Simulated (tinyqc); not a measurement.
# Worked calculation: a clean chain and dephasing by Buettiker voltage probes

Computed by the program tinyqc: `OMP_NUM_THREADS=1 python tinyqc.py 2700103 2700104 out.jsonl`, one thread of a shared Intel Xeon 2.30GHz, about 0.01 s for the whole run. Printed values are rounded.

Sites 1 to 6 form a chain with hopping -t. Lead L joins site 1 and lead R site 6, both semi-infinite chains with hopping -t and site energy 0. Every site carries a probe with self-energy -i Gamma_p/2 that draws no net current. Linear response at zero temperature: mu_L = 1, mu_R = 0 in units of the bias.

Parameters, values chosen for the exercise: hopping (matrix element -t) t = 1 eV; site energies 1 to N U = [0, 0, 0, 0, 0, 0] eV; Fermi energy E = -0.8 eV; probe broadening Gamma_p gp = 0.78 eV.

Constants: q = 1.602176634e-19 C, h = 6.62607015e-34 J s. Results are converted to the units shown.

## Green function

Sigma = t^2 g(E), g(x) = (x - i sqrt(4 t^2 - x^2))/(2 t^2) for |x| < 2 t and (x - sign(x) sqrt(x^2 - 4 t^2))/(2 t^2) otherwise; Gamma = -2 Im Sigma; G = (E - H - Sigma_L - Sigma_R + i Gamma_p/2)^(-1).

Sigma = -0.400000-0.916515i eV
Gamma = 1.83303 eV

G (1/eV):
```
                     1                    2                    3                    4
1  -0.014713-0.485455i   0.359861-0.174960i   0.234367+0.205141i  -0.092362+0.247669i
2   0.359861-0.174960i  -0.084643-0.540148i   0.361767-0.224148i   0.286639+0.219740i
3   0.234367+0.205141i   0.361767-0.224148i  -0.032371-0.525549i   0.407372-0.183666i
4  -0.092362+0.247669i   0.286639+0.219740i   0.407372-0.183666i  -0.032371-0.525549i
5  -0.211666+0.029016i  -0.046757+0.288151i   0.286639+0.219740i   0.361767-0.224148i
6  -0.065654-0.141907i  -0.211666+0.029016i  -0.092362+0.247669i   0.234367+0.205141i

                     5                    6
1  -0.211666+0.029016i  -0.065654-0.141907i
2  -0.046757+0.288151i  -0.211666+0.029016i
3   0.286639+0.219740i  -0.092362+0.247669i
4   0.361767-0.224148i   0.234367+0.205141i
5  -0.084643-0.540148i   0.359861-0.174960i
6   0.359861-0.174960i  -0.014713-0.485455i
```

## Transmissions between terminals

With Gamma the broadening by one lead, T_RL = Gamma^2 |G_(6,1)|^2, T_pL = Gamma Gamma_p |G_(p,1)|^2, T_pR = Gamma Gamma_p |G_(p,6)|^2, T_pq = Gamma_p^2 |G_(p,q)|^2 for p != q.

T_RL = 0.0821459
T_pL, probe 1 to 6: [0.337257, 0.228921, 0.138703, 0.099899, 0.065261, 0.034955]
T_pR, probe 1 to 6: [0.034955, 0.065261, 0.099899, 0.138703, 0.228921, 0.337257]

T_pq:
```
          1         2         3         4         5         6
1  0.000000  0.097411  0.059021  0.042509  0.027770  0.014874
2  0.097411  0.000000  0.110192  0.079364  0.051846  0.027770
3  0.059021  0.110192  0.000000  0.121489  0.079364  0.042509
4  0.042509  0.079364  0.121489  0.000000  0.110192  0.059021
5  0.027770  0.051846  0.079364  0.110192  0.000000  0.097411
6  0.014874  0.027770  0.042509  0.059021  0.097411  0.000000
```

## Probe potentials and effective transmission

No current into probe p: W mu = T_pL with W_pp = T_pL + T_pR + sum_q T_pq and W_pq = -T_pq. Then T_eff = T_RL + sum_p T_pR mu_p, and the resistance is (h/2q^2)/T_eff.

W:
```
           1          2          3          4          5          6
1   0.613798  -0.097411  -0.059021  -0.042509  -0.027770  -0.014874
2  -0.097411   0.660765  -0.110192  -0.079364  -0.051846  -0.027770
3  -0.059021  -0.110192   0.651177  -0.121489  -0.079364  -0.042509
4  -0.042509  -0.079364  -0.121489   0.651177  -0.110192  -0.059021
5  -0.027770  -0.051846  -0.079364  -0.110192   0.660765  -0.097411
6  -0.014874  -0.027770  -0.042509  -0.059021  -0.097411   0.613798
```

mu_p, probe 1 to 6: [0.757057, 0.641521, 0.536250, 0.463750, 0.358479, 0.242943]
T_eff = 0.432366
resistance = 29.8506 kohm

Without probes the transmission is 1.000. With them, 19.0 % of the current crosses without entering a probe.

## Current at both leads

In units of (2 q^2/h) times the bias, T_RL + sum_p T_pL (1 - mu_p) leaves L and T_RL + sum_p T_pR mu_p enters R.

current leaving L = 0.432366
current entering R = 0.432366

The two are equal: the probes conserve the current.
